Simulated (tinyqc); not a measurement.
Inside a calculation. Method: tight binding, dimerised chain. One step of it, computed by the program tinyqc.

Problem. Bloch Hamiltonian at X. H_AA = +delta, H_BB = -delta, H_AB = -t1 - t2 exp(-i k a).

Parameters chosen for this model:
```
parameter     value                      unit
t1         1.290000       eV, inside the cell
t2         0.620000         eV, between cells
delta             0  eV, +/- on the two sites
```

k point X (2 pi / a): 0.500000

Give: H(k) at X.

Solution.

H(k) at X (eV):
```
        A       B
A   0.000  -0.670
B  -0.670   0.000
```
